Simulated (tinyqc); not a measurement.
Thermodynamics of metal silicides: hull, first phase, silicon consumed, nucleation and stability against SiO2: one step, computed by the program tinyqc. Command: `OMP_NUM_THREADS=1 python tinyqc.py 3013280 3013281 out.jsonl silphase walk`. One thread of a shared host (Intel(R) Xeon(R) Processor @ 2.30GHz), about 0.01 s of CPU time with the checks.

Entropies of formation of the solids are neglected, so heats stand for free energies. Si fractions: M2Si 0.3333, MSi 0.5000, MSi2 0.6667.

Question. Nucleation of MSi2 from MSi and Si. Where free silicon remains, MSi + Si -> MSi2 gains dH = 3 H(MSi2) - 2 H(MSi) per mole of M; per volume dG = |dH|/V(MSi2); r* = 2 gamma/dG, W* = 16 pi gamma^3/(3 dG^2). For comparison the same with MSi forming from the elements, 2 |H(MSi)|/V(MSi).

Inputs (values chosen for the exercise, of the order of those of nickel silicides for heats and volumes only):

| quantity | value | unit |
|---|---|---|
| heat of formation of MSi | -41.8 | kJ/mol atoms |
| heat of formation of MSi2 | -29.6 | kJ/mol atoms |
| change of interface energy gamma | 0.12 | J/m^2 |
| temperature T | 875 | K |

Phases: M2Si, MSi, MSi2.

volumes of the three phases per mole of M (cm^3/mol): 9.82  14.5  23.8

Constants: e = 1.602176634e-19 C; k_B = 8.617333262e-05 eV/K.

Give: dH of the reaction; driving force; critical radius; barrier W*; W*/(k_B T); barrier for MSi from the elements.

Answer.

dH of the reaction = -5.2 kJ/mol M

driving force = 0.21849 kJ/cm^3

critical radius = 1.0985 nm

barrier W* = 3.7856 eV

W*/(k_B T) = 50.205

barrier for MSi from the elements = 0.0054363 eV

The barrier is 700 times that of MSi from the elements, since little energy is left to gain: nucleation may then delay this step to a higher temperature.
